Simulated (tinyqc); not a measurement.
Deformation potentials from a strained empirical pseudopotential: one step. Xu of the Delta valleys and b. Three cases, with inputs chosen for the exercise.

Question. For e = diag(-h/2, -h/2, h): E(Delta z) - E(Delta x) = Xu (ezz - exx), and without spin-orbit coupling E(Z) - E(X, Y) = 3 b (ezz - exx); Z is the single level, X and Y the pair.

Case 1.

Values chosen (out of a larger set: a germanium-sized cell with gaps well above those of Ge; not measured data): h = 0.001 (size of the test strain).

Delta x, Delta z (eV): 1.4858173  1.4974372

valence levels (eV): -0.0090284  0.0045142  0.0045142

Case 2.

Values chosen (out of a larger set: near those of Si; not measured data): h = 0.001 (size of the test strain).

Delta x, Delta z (eV): 1.1968301  1.2087115

valence levels (eV): -0.0099188  0.0049594  0.0049594

Case 3.

Values chosen (out of a larger set: near those of Si; not measured data): h = 0.004 (size of the test strain).

Delta x, Delta z (eV): 1.1380379  1.1861549

valence levels (eV): -0.0395871  0.0197935  0.0197935

Give: Xu; b.

Answer.

Case 1.

Xu = 7.75 eV
b = -3.01 eV

Case 2.

Xu = 7.92 eV
b = -3.31 eV

Case 3.

Xu = 8.02 eV
b = -3.30 eV

Stretching along z raises the valleys on the z axis and lowers the Z valence state. One-sided differences carry an error of order h. A local potential fitted to band energies alone fixes these slopes only roughly; b tends to come out too large and Xu of L too small.

Computed by tinyqc, one run a case: `OMP_NUM_THREADS=1 python tinyqc.py N N+1 out.jsonl` with N = 1880763, 1880898, 1880948; one thread of a shared Intel(R) Xeon(R) Processor @ 2.30GHz, about 0.2 s a run at most.
